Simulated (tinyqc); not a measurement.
Inside a calculation. Model: field-effect mobility of a thin-film transistor with band-tail and deep states (multiple trapping). Computed by tinyqc, a small Python program that keeps every step. Command: `OMP_NUM_THREADS=1 python tinyqc.py 3003782 3003783 out.jsonl tft walk`. One thread of a shared host (Intel(R) Xeon(R) Processor @ 2.30GHz), about 0.04 s of CPU time with the checks. Intermediate numbers are printed to about 5 digits and carried at full precision; extremes and crossings named in words are read from the listed rows.

A thick film in accumulation at small drain voltage. Only free electrons move; trapped ones still screen the gate. N_c and mu_0 are held fixed when T changes, leaving out the T^(3/2) growth of N_c. x = E_0 - psi is the distance of the Fermi level below the band edge.

Inputs (values chosen for the exercise, modelled on an amorphous In-Ga-Zn oxide): permittivity eps = 11.5; effective density of states N_c = 4.5e+18 1/cm^3; band mobility mu_0 = 17 cm^2/(V s); tail density at the edge g_t = 3.3e+19 1/(eV cm^3); tail width E_t = 37 meV; deep-state density g_d = 2.1e+15 1/(eV cm^3); flat-band Fermi level below the edge, E_0 = 0.59 eV; equivalent oxide thickness t = 8.3 nm; surface band bending psi_s as a fraction of E_0 = 0.82; temperature T = 250 K.

Deep states: included.

Constants: k_B = 8.617333262e-05 eV/K; e = 1.602176634e-19 C; eps_0 = 8.8541878128e-12 F/m.

## Free and trapped densities

F_j(eta) = int_0^infinity x^j/(1 + exp(x - eta)) dx, without a gamma-function factor. Integrals over x = E/(k_B T) use 160 Gauss-Legendre points in u = sqrt(x) from 0 to sqrt(max(eta, 0) + 32). Free n(x) = N_c (2/sqrt(pi)) F_1/2(-x/k_B T), with F_1/2 from its two-term series in exp(-x/k_B T) for x >= 12 k_B T; tail n_t(x) = int_0^1.2eV g_t exp(-E/E_t)/(1 + exp((x - E)/k_B T)) dE, E counted down from the edge, 120 Gauss-Legendre points; deep charge g_d psi; space charge rho(psi) = n + n_t + g_d psi less its value at psi = 0.

Local densities at x = 0.4, 0.3, 0.2, 0.15, 0.1, 0.05, 0 and -0.05 eV:
```
x (eV)  n (1/cm^3)  n_t (1/cm^3)  n/(n + n_t)
0.40    3.8866e+10    4.6605e+13   8.3325e-04
0.30    4.0316e+12    6.9403e+14   5.7754e-03
0.20    4.1819e+14    1.0220e+16   3.9312e-02
0.15    4.2579e+15    3.8475e+16   9.9641e-02
0.10    4.3234e+16    1.3848e+17   2.3793e-01
0.05    4.2727e+17    4.3556e+17   4.9520e-01
0.00    3.4432e+18    9.3439e+17   7.8655e-01
-0.05   1.4917e+19    1.1794e+18   9.2673e-01
```

E_t/k_B T = 1.72: deep in the tail n_t follows exp(-x/E_t), more slowly than n, so the free share grows as the Fermi level rises.

## One gate voltage

Poisson: F(psi) = sqrt((2 e/(eps eps_0)) int_0^psi rho dpsi'); V_G - V_FB = psi_s + eps F(psi_s) t/3.9; free sheet density N_f = int (n - n(E_0))/F dpsi; induced sheet density N_i = eps eps_0 F(psi_s)/e; trapezoid rule on 301 even points in psi, the first interval left out of N_f. mu_eff = mu_0 N_f/N_i; field-effect mobility mu_FE = mu_0 e (dN_f/dV_G)/C_ox and swing S = dV_G/dlog10(N_f), by a central difference of +/- 2 mV in psi_s; C_ox = 3.9 eps_0/t.

surface field = 41.705 kV/cm

V_G - V_FB = 0.58587 V

free sheet density N_f = 2.3242e+10 1/cm^2

induced sheet density N_i = 2.6505e+11 1/cm^2

effective mobility mu_eff = 1.4907 cm^2/(V s)

field-effect mobility mu_FE = 2.1196 cm^2/(V s)

swing S = 165.40 mV/decade

8.8 % of the induced charge is free. mu_FE exceeds mu_eff because the free share is still growing with V_G. The swing is 3.33 times the ideal ln(10) k_B T/e.

## Transfer curve

The formulas are those given above.

Against the band bending:
```
psi_s (V)  V_G - V_FB (V)  N_f (1/cm^2)  mu_eff (cm^2/(V s))  mu_FE (cm^2/(V s))  S (mV/decade)
0.21               0.2196    6.1650e+05           4.1910e-04          1.5587e-04           59.7
0.29               0.3047    1.6414e+07           7.3300e-03          4.0699e-03           60.9
0.37               0.3964    3.9999e+08           9.9221e-02          8.0528e-02           74.9
0.42               0.4649    2.5549e+09           3.7215e-01          3.9251e-01           98.2
0.47               0.5546    1.4596e+10           1.1293e+00          1.5203e+00          144.8
0.52               0.6909    7.6463e+10           2.9288e+00          4.5943e+00          251.0
0.56               0.8750    2.6721e+11           5.5531e+00          8.7763e+00          459.2
0.60               1.1960    8.0949e+11           8.8915e+00          1.2719e+01          959.5
0.65               1.8667    2.2586e+12           1.2154e+01          1.4978e+01         2273.0
```

The steepest swing among the rows is 60 mV/decade. mu_eff climbs from 4.2e-4 to 12, 71 % of mu_0 in the last row. Between rows 6 and 7 N_f scales as (V_G - V_FB - psi_s)^2.05; an exponential tail holding all the charge would give the larger of 1 and 2 E_t/k_B T - 1, here 2.43, and free charge alone 1; charge in deep states makes the exponent larger and lets it vary with V_G.

Checks made by the program: tail integral against adaptive quadrature (relative difference below 1e-10).
